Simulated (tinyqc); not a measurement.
Worked calculation: Schottky barrier with interface states (Cowley-Sze model), image lowering and contact resistance. Computed by tinyqc, a small Python program that keeps every step. Command: `OMP_NUM_THREADS=1 python tinyqc.py 3021638 3021639 out.jsonl pinning walk`. One thread of a shared host (Intel(R) Xeon(R) Processor @ 2.30GHz), about 0.01 s of CPU time with the checks. Intermediate numbers are printed to about 7 digits and carried at full precision; extremes and crossings named in words are read from the listed rows.

An n-type semiconductor under a metal. The barrier lies between the Schottky-Mott limit phi_M - chi and the Bardeen limit E_g - E_n, E_n being the neutrality level of the interface states; the space-charge term of the full Cowley-Sze expression is left out.

Inputs (values chosen for the exercise, with gap, mass and screening modelled on CdTe):

| quantity | value | unit |
|---|---|---|
| gap E_g | 1.51 | eV |
| electron affinity chi | 4.28 | eV |
| metal work function phi_M | 5.37 | eV |
| neutrality level E_n above the valence band | 0.291 | eV |
| optical dielectric constant eps_opt | 7.08 | - |
| dielectric constant eps_s | 9.89 | - |
| electron mass m_e | 0.0976 | m_0 |
| valleys M_c | 1 | - |
| donor density N | 1.1e+17 | cm^-3 |
| temperature T | 425 | K |
| reverse bias V_r | 2.7 | V |

Pinning factor from: Moench relation.

Constants: k_B = 8.617333262e-05 eV/K; m_0 = 9.1093837015e-31 kg; k_B = 1.380649e-23 J/K; h = 6.62607015e-34 J s; eps_0 = 8.8541878128e-12 F/m; e = 1.602176634e-19 C; hbar = 1.054571817e-34 J s.

## Pinning factor and barrier

S = 1/(1 + 0.1 (eps_opt - 1)^2), an empirical relation for metal-induced gap states. phi_B = S (phi_M - chi) + (1 - S)(E_g - E_n); the hole barrier is E_g - phi_B.

pinning factor S = 0.2129182

Schottky-Mott barrier = 1.09 eV

Bardeen barrier = 1.219 eV

barrier phi_B = 1.191534 eV

hole barrier = 0.3184664 eV

The contact is partly pinned.

## Depletion layer and image lowering under reverse bias

N_c = 2 M_c (2 pi m_e k_B T/h^2)^(3/2); xi = E_c - E_F solves N = N_c F_1/2(-xi/k_B T) (bisection; full ionisation). F_1/2(eta) = (2/sqrt(pi)) int_0^infinity sqrt(x)/(1 + exp(x - eta)) dx, by the trapezoid rule in t = sqrt(x) with step 0.02 up to t = 12 (for eta < -12 by exp(eta) - exp(2 eta)/2^(3/2)). V_bi = phi_B - xi; W = sqrt(2 eps_s eps_0 (V_bi + V_r - k_B T/e)/(e N)); field at the metal E_m = e N W/(eps_s eps_0); image lowering sqrt(e E_m/(4 pi eps_s eps_0)).

N_c = 1.290174e+18 cm^-3

xi = 0.08906670 eV

built-in voltage V_bi = 1.102467 V

depletion width W = 193.4493 nm

field E_m = 389336.5 V/cm

image lowering = 0.07529052 eV

## Thermionic current

A* = 4 pi e m_e M_c k_B^2/h^3 (a simple valley count); J_s = A* T^2 exp(-phi/k_B T). J_0 uses phi_B; the reverse current uses phi_B less the image lowering, times 1 - exp(-V_r/k_B T).

Richardson constant A* = 11.72891 A cm^-2 K^-2

J_0 = 1.572067e-08 A/cm^2

thermionic reverse current = 1.228256e-07 A/cm^2

Image lowering raises the reverse current by a factor 7.81.

## Tunnelling scale and contact resistivity

E_00 = (e hbar/2) sqrt(N/(m_e eps_s eps_0)), E_0 = E_00 coth(E_00/k_B T); scaling form of the contact resistivity rho_c = (k_B/(e A* T)) exp(phi_B/E_0), which is the thermionic result when E_00 << k_B T and keeps only the leading exponential of tunnelling when E_00 >> k_B T; image lowering is left out of it.

E_00 = 0.006267590 eV

E_00/k_B T = 0.1711350

E_0 = 0.03698050 eV

contact resistivity rho_c = 1701960 ohm cm^2

With the usual bounds 0.5 and 5 on E_00/k_B T the regime is thermionic emission; so large a rho_c means a blocking contact.

## Choosing the metal

The formulas are those given above.

Against work function:

| phi_M (eV) | Schottky-Mott (eV) | phi_B (eV) | J_0 (A/cm^2) | rho_c (ohm cm^2) |
|---|---|---|---|---|
| 4.28 | 0.00 | 0.959453 | 8.882911e-06 | 3.201998e+03 |
| 4.50 | 0.22 | 1.006295 | 2.472230e-06 | 1.136391e+04 |
| 4.71 | 0.43 | 1.051008 | 7.292404e-07 | 3.807408e+04 |
| 4.93 | 0.65 | 1.097850 | 2.029571e-07 | 1.351251e+05 |
| 5.14 | 0.86 | 1.142562 | 5.986681e-08 | 4.527285e+05 |
| 5.36 | 1.08 | 1.189404 | 1.666171e-08 | 1.606736e+06 |
| 5.57 | 1.29 | 1.234117 | 4.914751e-09 | 5.383271e+06 |
| 5.79 | 1.51 | 1.280959 | 1.367839e-09 | 1.910526e+07 |

A span of 1.51 eV in work function moves the barrier by 0.322 eV (slope S = 0.213) and rho_c by 3.8 decades. The barrier equals its Schottky-Mott value only at phi_M = chi + E_g - E_n = 5.50 eV, where the interface states are neutral.

## Doping the contact

Regimes: thermionic below E_00/k_B T = 0.5, field emission above 5.

Against doping:

| N (cm^-3) | 1e10/sqrt(N) | E_00/k_B T | rho_c (ohm cm^2) | regime |
|---|---|---|---|---|
| 1.00e+16 | 1.000000e+02 | 5.159914e-02 | 2.263415e+06 | thermionic emission |
| 1.00e+17 | 3.162278e+01 | 1.631708e-01 | 1.750707e+06 | thermionic emission |
| 1.00e+18 | 1.000000e+01 | 5.159914e-01 | 1.713417e+05 | thermionic-field emission |
| 3.00e+18 | 5.773503e+00 | 8.937232e-01 | 3.263615e+03 | thermionic-field emission |
| 1.00e+19 | 3.162278e+00 | 1.631708e+00 | 1.815265e+00 | thermionic-field emission |
| 3.00e+19 | 1.825742e+00 | 2.826201e+00 | 1.593133e-03 | thermionic-field emission |
| 1.00e+20 | 1.000000e+00 | 5.159914e+00 | 9.459743e-06 | field emission |
| 3.00e+20 | 5.773503e-01 | 8.937232e+00 | 6.587247e-07 | field emission |
| 1.00e+21 | 3.162278e-01 | 1.631708e+01 | 1.269590e-07 | field emission |

Over the thermionic rows rho_c changes by a factor 1.3 only, and then it falls fast, by 13.3 decades in all; in field emission ln rho_c is linear in 1/sqrt(N). It stays above 1e-7 ohm cm^2 at every listed doping.

Checks made by the program: charge in the layer against the field (relative difference below 1e-10).
